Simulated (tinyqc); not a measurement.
# Graded p-n junction, non-linear Poisson equation by Newton steps: effects of single changes

One dimension, p side on the left, n side on the right; net doping C = (Nd - Na)/2 + ((Nd + Na)/2) tanh(x/Lg). The potential psi is counted from the intrinsic level, and the quasi-Fermi potentials are flat: 0 for holes and -V for electrons, so n = ni exp((psi + V)/Vt) and p = ni exp(-psi/Vt) (Boltzmann statistics, full ionisation, no current).

Parameters, values chosen for the exercise; band and dielectric values those of a made-up semiconductor: temperature T = 350 K; band gap Eg = 1.52 eV; relative permittivity eps_r = 12.7; conduction-band density of states at T Nc = 9.87e17 cm^-3; valence-band density of states at T Nv = 2.78e19 cm^-3; acceptor density of the p side Na = 6.4e15 cm^-3; donor density of the n side Nd = 2.7e17 cm^-3; bias of the p side against the n side V = 0 V; grading length Lg = 300 nm.

Constants: q = 1.602176634e-19 C, kB = 1.380649e-23 J/K, Vt = kB T/q, eps0 = 8.8541878128e-14 F/cm where lengths are in cm. Results are converted to the units shown.

Each table varies one quantity; the others keep the values above.

## Capacitance and field against bias

The Poisson equation d/dx(eps0 eps_r dpsi/dx) = -q (p - n + C) is solved on a mesh of more than 1000 nodes that ends in neutral material (psi_p = -Vt ln(Na/ni), psi_n = Vt ln(Nd/ni) - V). C_j = q d/dV of the integral of p over x, from the linearised equation. ni = sqrt(Nc Nv) exp(-Eg/(2 Vt)), Eg in volts. Depletion approximation: Vbi = Vt ln(Na Nd/ni^2), W = sqrt(2 eps0 eps_r (Vbi - V)(1/Na + 1/Nd)/q), xp = W Nd/(Na + Nd), xn = W Na/(Na + Nd), peak field 2 (Vbi - V)/W, capacitance eps0 eps_r/W. The last column applies it to an abrupt Na-Nd junction.

Capacitance and field against bias:
```
V (V),peak |E| (kV/cm),C_j (nF/cm^2),1/C_j^2 (cm^4/uF^2),eps0 eps_r/C_j (nm),abrupt depletion C (nF/cm^2)
0,25.98,17.41,3297,645.7,21.41
-0.75,36.34,14.08,5044,798.6,16.87
-1.5,45.07,12.23,6684,919.3,14.37
-2.25,52.79,11.00,8269,1023,12.72
-3,59.81,10.09,9819,1114,11.54
-3.75,66.30,9.388,1.135e4,1198,10.64
-4.5,72.37,8.820,1.285e4,1275,9.915
-5.25,78.08,8.348,1.435e4,1347,9.324
-6,83.51,7.947,1.583e4,1415,8.827
```

With V going from 0 to -6 V, C_j falls from 17.4 to 7.95 nF/cm^2 and the peak field rises from 26.0 to 83.5 kV/cm. The slope of 1/C_j^2, read as N = 2/(q eps0 eps_r |slope|), gives 4.77e15 cm^-3 between the first two rows and 5.61e15 cm^-3 between the last two, against Na Nd/(Na + Nd) = 6.25e15 cm^-3; it is not a straight line, so no single doping describes it. At the end C_j goes as (Vbi - V)^(-0.45) with Vbi = 1.23 V, and it is 10 % below the abrupt depletion formula (at the first row 19 % below it).

## Effect of the grading length

Same model as above.

The abrupt values quoted are those of these depletion formulas.

Results:
```
Lg (nm),peak |E| (kV/cm),C_j (nF/cm^2),eps0 eps_r/C_j (nm)
38,39.7,21.7,519
75,36.2,21.1,534
110,33.6,20.4,551
150,31.4,19.7,571
210,28.8,18.7,601
300,26.0,17.4,646
```

Estimate the missing row, Lg = 53 nm.

Computed row:
```
Lg (nm),peak |E| (kV/cm),C_j (nF/cm^2),eps0 eps_r/C_j (nm)
53,38.1,21.4,525
```

With this row back in the table: As Lg grows from 38 to 300 nm, the peak field falls from 39.7 to 26.0 kV/cm and C_j falls from 21.7 to 17.4 nF/cm^2. The abrupt depletion formulas give 46.8 kV/cm and W = 525 nm; the first row's field is 15 % below that and the last row's 44 % below it. The same voltage drops over a longer distance, so the field falls.

Program tinyqc, `OMP_NUM_THREADS=1 python tinyqc.py 2000067 2000068 out.jsonl`; Intel Xeon 2.30GHz, shared host, one thread, about 0.04 s.
